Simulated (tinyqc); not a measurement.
Electron-beam lithography: double-Gaussian proximity function, edge placement and dose correction for parallel lines: one step, computed by the program tinyqc.

Lines are infinitely long. Absorbed energy is counted so that the middle of a very large area written at dose 1 receives 1; the resist develops where it exceeds 1/2.

Question. Dose correction. Uncorrected edge energies are M 1. Solve M d = 1/2 for the doses d that put the mean edge energy of every line at the threshold.

M, rows 1, 2, 3, 4:
```
[[0.2663558, 0.1952528, 0.0074040, 0.0001219],
 [0.0006281, 0.4631853, 0.0220484, 0.0005131],
 [0.0001743, 0.1445991, 0.3052757, 0.0010866],
 [0.0000992, 0.1074843, 0.0380372, 0.2670546]]
```

Give: edge energies at dose 1; corrected doses; largest over smallest dose.

Answer.

edge energies at dose 1: 1 0.46913, 2 0.48637, 3 0.45114, 4 0.41268

corrected doses: 1 1.0956, 2 1.0219, 3 1.1486, 4 1.2970

largest over smallest dose = 1.2692
